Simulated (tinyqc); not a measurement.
Time-dependent dielectric breakdown: cell percolation, Weibull statistics, area scaling and voltage extrapolation: one step, computed by the program tinyqc. Command: `OMP_NUM_THREADS=1 python tinyqc.py 3031978 3031979 out.jsonl tddb walk`. One thread of a shared host (Intel(R) Xeon(R) Processor @ 2.30GHz), about 0.01 s of CPU time with the checks.

The oxide is divided into columns of area a^2, each holding m = t_ox/a cells (m is taken as continuous). A share lambda(t) = (t/t_1)^alpha of the cells is defective, and a column whose cells are all defective breaks down.

Task: Fitting the sample. W = ln(-ln(1 - F_i)) with the median ranks F_i. Least squares in W: W = beta ln t - beta ln t63. Maximum likelihood: solve sum t^b ln t/sum t^b - 1/b = mean of ln t for b, then t63 = (mean of t^b)^(1/b).

Weibull plot:

| i | t (s) | F_i | ln t | W |
|---|---|---|---|---|
| 1 | 3693.65 | 0.0833333 | 8.21437 | -2.441716 |
| 2 | 3800.85 | 0.2023810 | 8.24298 | -1.486671 |
| 3 | 7700.17 | 0.3214286 | 8.94900 | -0.947354 |
| 4 | 11148.85 | 0.4404762 | 9.31909 | -0.543574 |
| 5 | 13283.09 | 0.5595238 | 9.49425 | -0.198574 |
| 6 | 16439.96 | 0.6785714 | 9.70747 | 0.126615 |
| 7 | 24086.84 | 0.7976190 | 10.08942 | 0.468505 |
| 8 | 26578.46 | 0.9166667 | 10.18786 | 0.910235 |

Give: slope by least squares; t63 by least squares; slope by maximum likelihood; t63 by maximum likelihood.

Result:

slope by least squares = 1.3983

t63 by least squares = 15417 s

slope by maximum likelihood = 1.7129

t63 by maximum likelihood = 15004 s

Caution: t_1 is an input here; in a real oxide it changes with thickness at fixed voltage.
